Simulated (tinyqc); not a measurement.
RHF in the sto-6g basis, for H6, spin multiplicity 1, step by step. One step of it, computed by the program tinyqc.

Question. Iteration 2: building the Fock matrix. J_ij = sum D_kl (ij|kl), K_ij = sum D_kl (ik|jl); F = H + J - 0.5 K; E = tr D H + tr D J / 2 - 0.25 tr D K + E_nn.

D after iteration 1, lower triangle:
```
           1H 1s      2H 1s      3H 1s      4H 1s     5H 1s     6H 1s
1H 1s   0.661551
2H 1s   0.664042   0.674643
3H 1s  -0.041580   0.031720   0.673348
4H 1s  -0.130211  -0.060052   0.660959   0.673348
5H 1s   0.007490  -0.005174  -0.060052   0.031720  0.674643
6H 1s   0.027468   0.007490  -0.130211  -0.041580  0.664042  0.661551
```

core Hamiltonian H = T + V (hartree), lower triangle:
```
           1H 1s      2H 1s      3H 1s      4H 1s      5H 1s      6H 1s
1H 1s  -1.483864
2H 1s  -0.972517  -1.670394
3H 1s  -0.064420  -0.326300  -1.788297
4H 1s  -0.010446  -0.066342  -1.070944  -1.788297
5H 1s  -0.000220  -0.002001  -0.066342  -0.326300  -1.670394
6H 1s  -0.000020  -0.000220  -0.010446  -0.064420  -0.972517  -1.483864
```

Two-electron integrals (ij|kl) in chemists' order, unique and non-zero (hartree):
```
(11|11) 0.774999   (21|11) 0.309461   (21|21) 0.157925   (22|11) 0.478030
(22|21) 0.309461   (22|22) 0.774999   (31|11) 0.011406   (31|21) 0.006581
(31|22) 0.015206   (31|31) 0.000392   (32|11) 0.045612   (32|21) 0.029560
(32|22) 0.078072   (32|31) 0.002185   (32|32) 0.013467   (33|11) 0.187753
(33|21) 0.114256   (33|22) 0.289141   (33|31) 0.011406   (33|32) 0.078072
(33|33) 0.774999   (41|11) 0.001429   (41|21) 0.000837   (41|22) 0.001966
(41|31) 0.000055   (41|32) 0.000318   (41|33) 0.001966   (41|41) 0.000008
(42|11) 0.007030   (42|21) 0.004424   (42|22) 0.011384   (42|31) 0.000348
(42|32) 0.002180   (42|33) 0.015178   (42|41) 0.000055   (42|42) 0.000391
(43|11) 0.079477   (43|21) 0.046850   (43|22) 0.114099   (43|31) 0.004426
(43|32) 0.029517   (43|33) 0.309000   (43|41) 0.000836   (43|42) 0.006561
(43|43) 0.157512   (44|11) 0.138564   (44|21) 0.079558   (44|22) 0.187687
(44|31) 0.007041   (44|32) 0.045588   (44|33) 0.477705   (44|41) 0.001429
(44|42) 0.011384   (44|43) 0.309000   (44|44) 0.774999   (51|11) 0.000019
(51|21) 0.000011   (51|22) 0.000028   (51|31) 8.74e-07   (51|32) 0.000005
(51|33) 0.000039   (51|41) 1.43e-07   (51|42) 1.02e-06   (51|43) 0.000018
(51|44) 0.000035   (52|11) 0.000149   (52|21) 0.000090   (52|22) 0.000223
(52|31) 0.000007   (52|32) 0.000047   (52|33) 0.000369   (52|41) 1.27e-06
(52|42) 0.000009   (52|43) 0.000182   (52|44) 0.000369   (52|51) 2.70e-08
(52|52) 2.65e-07   (53|11) 0.003839   (53|21) 0.002187   (53|22) 0.005115
(53|31) 0.000187   (53|32) 0.001189   (53|33) 0.011384   (53|41) 0.000035
(53|42) 0.000273   (53|43) 0.006561   (53|44) 0.015178   (53|51) 8.72e-07
(53|52) 0.000009   (53|53) 0.000391   (54|11) 0.018009   (54|21) 0.010052
(54|22) 0.022946   (54|31) 0.000808   (54|32) 0.004996   (54|33) 0.045588
(54|41) 0.000155   (54|42) 0.001189   (54|43) 0.029517   (54|44) 0.078072
(54|51) 4.15e-06   (54|52) 0.000047   (54|53) 0.002180   (54|54) 0.013467
(55|11) 0.093876   (55|21) 0.051267   (55|22) 0.114121   (55|31) 0.003845
(55|32) 0.022946   (55|33) 0.187687   (55|41) 0.000695   (55|42) 0.005115
(55|43) 0.114099   (55|44) 0.289141   (55|51) 0.000019   (55|52) 0.000223
(55|53) 0.011384   (55|54) 0.078072   (55|55) 0.774999   (61|11) 1.31e-06
(61|21) 7.75e-07   (61|22) 1.88e-06   (61|31) 6.44e-08   (61|32) 4.06e-07
(61|33) 3.30e-06   (61|41) 1.11e-08   (61|42) 8.24e-08   (61|43) 1.65e-06
(61|44) 3.30e-06   (61|53) 8.24e-08   (61|54) 4.06e-07   (61|55) 1.88e-06
(62|11) 0.000013   (62|21) 0.000008   (62|22) 0.000019   (62|31) 6.55e-07
(62|32) 4.15e-06   (62|33) 0.000035   (62|41) 1.16e-07   (62|42) 8.72e-07
(62|43) 0.000018   (62|44) 0.000039   (62|52) 2.70e-08   (62|53) 1.02e-06
(62|54) 0.000005   (62|55) 0.000028   (63|11) 0.000537   (63|21) 0.000302
(63|22) 0.000695   (63|31) 0.000025   (63|32) 0.000155   (63|33) 0.001429
(63|41) 4.65e-06   (63|42) 0.000035   (63|43) 0.000836   (63|44) 0.001966
(63|51) 1.16e-07   (63|52) 1.27e-06   (63|53) 0.000055   (63|54) 0.000318
(63|55) 0.001966   (63|61) 1.11e-08   (63|62) 1.43e-07   (63|63) 0.000008
(64|11) 0.003085   (64|21) 0.001704   (64|22) 0.003845   (64|31) 0.000133
(64|32) 0.000808   (64|33) 0.007041   (64|41) 0.000025   (64|42) 0.000187
(64|43) 0.004426   (64|44) 0.011406   (64|51) 6.55e-07   (64|52) 0.000007
(64|53) 0.000348   (64|54) 0.002185   (64|55) 0.015206   (64|61) 6.44e-08
(64|62) 8.74e-07   (64|63) 0.000055   (64|64) 0.000392   (65|11) 0.042889
(65|21) 0.023237   (65|22) 0.051267   (65|31) 0.001704   (65|32) 0.010052
(65|33) 0.079558   (65|41) 0.000302   (65|42) 0.002187   (65|43) 0.046850
(65|44) 0.114256   (65|51) 0.000008   (65|52) 0.000090   (65|53) 0.004424
(65|54) 0.029560   (65|55) 0.309461   (65|61) 7.75e-07   (65|62) 0.000011
(65|63) 0.000837   (65|64) 0.006581   (65|65) 0.157925   (66|11) 0.079731
(66|21) 0.042889   (66|22) 0.093876   (66|31) 0.003085   (66|32) 0.018009
(66|33) 0.138564   (66|41) 0.000537   (66|42) 0.003839   (66|43) 0.079477
(66|44) 0.187753   (66|51) 0.000013   (66|52) 0.000149   (66|53) 0.007030
(66|54) 0.045612   (66|55) 0.478030   (66|61) 1.31e-06   (66|62) 0.000019
(66|63) 0.001429   (66|64) 0.011406   (66|65) 0.309461   (66|66) 0.774999
```

nuclear repulsion = 3.57889362 hartree

Give: Coulomb J; exchange K; Fock matrix F; total energy of this density.

Answer.

Coulomb J (hartree), lower triangle:
```
       1H 1s  2H 1s  3H 1s  4H 1s  5H 1s  6H 1s
1H 1s  1.745
2H 1s  0.910  1.931
3H 1s  0.052  0.286  2.049
4H 1s  0.008  0.054  1.009  2.049
5H 1s  0.000  0.001  0.054  0.286  1.931
6H 1s  0.000  0.000  0.008  0.052  0.910  1.745
```

exchange K (hartree), lower triangle:
```
        1H 1s   2H 1s   3H 1s  4H 1s  5H 1s  6H 1s
1H 1s   1.030
2H 1s   0.836   1.050
3H 1s   0.057   0.165   1.047
4H 1s  -0.006   0.054   0.834  1.047
5H 1s  -0.001   0.001   0.054  0.165  1.050
6H 1s   0.002  -0.001  -0.006  0.057  0.836  1.030
```

Fock matrix F (hartree), lower triangle:
```
        1H 1s   2H 1s   3H 1s   4H 1s   5H 1s   6H 1s
1H 1s  -0.254
2H 1s  -0.480  -0.264
3H 1s  -0.041  -0.123  -0.263
4H 1s   0.001  -0.040  -0.479  -0.263
5H 1s   0.000  -0.001  -0.040  -0.123  -0.264
6H 1s  -0.001   0.000   0.001  -0.041  -0.480  -0.254
```

total energy of this density = -3.21478 hartree
